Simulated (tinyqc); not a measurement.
Bulk resistivity and mean free path from two films.

Inverse problem. In the thick-film limit single-crystal films obey rho = rho0 (1 + 3 (1 - ps) lam/(8 d)). Find rho0, lam and the product rho0 lam.

Inputs (values chosen for the exercise): specular share of surface scattering ps = 0.6.

rho at d = 37 and 140 nm (uohm cm): [2.8487027, 2.6951571]

Solution. rho is a straight line in 1/d: the intercept is rho0 and the slope (3/8)(1 - ps) rho0 lam. Without ps only the product (1 - ps) lam could be found.

rho0 = 2.640 uohm cm
lam = 19.50 nm
rho0 lam = 51.48 uohm cm nm

tinyqc, about 0.01 s, one thread, Intel Xeon 2.30GHz (shared host): `OMP_NUM_THREADS=1 python tinyqc.py 2100096 2100097 out.jsonl`
